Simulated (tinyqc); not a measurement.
Photoconductance decay in a wafer: bulk and surface recombination modes, and iron detection by pair splitting: one step, computed by the program tinyqc. Command: `OMP_NUM_THREADS=1 python tinyqc.py 3111896 3111897 out.jsonl pcd walk`. One thread of a shared host (Intel(R) Xeon(R) Processor @ 2.30GHz), about 0.01 s of CPU time with the checks.

Both faces of the wafer have the same S; injection is low and all coefficients are constant. x runs from -W/2 to W/2.

Task: Decay rates of the even modes. Even modes cos(a x) obey b tan b = S W/(2 D) with b = a W/2, odd modes sin(a x) obey -b cot b = S W/(2 D); each decays at the rate 1/tau_b + D a^2.

Inputs (values chosen for the exercise, modelled on p-type silicon):

| quantity | value | unit |
|---|---|---|
| thickness W | 525 | micrometre |
| diffusivity D | 32 | cm^2/s |
| bulk lifetime tau_b without iron | 130 | microsecond |
| surface recombination velocity S | 1700 | cm/s |

Give: the table «The first four even modes: b, surface rate and decay time» with the columns b_n, surface rate D a^2 (1/s), decay time (microsecond), for n = 0, 1, 2, 3.

Result:

The first four even modes: b, surface rate and decay time:

| n | b_n | surface rate D a^2 (1/s) | decay time (microsecond) |
|---|---|---|---|
| 0 | 0.965 | 4.327e+04 | 19.62 |
| 1 | 3.519 | 5.751e+05 | 1.72 |
| 2 | 6.495 | 1.959e+06 | 0.51 |
| 3 | 9.569 | 4.253e+06 | 0.23 |
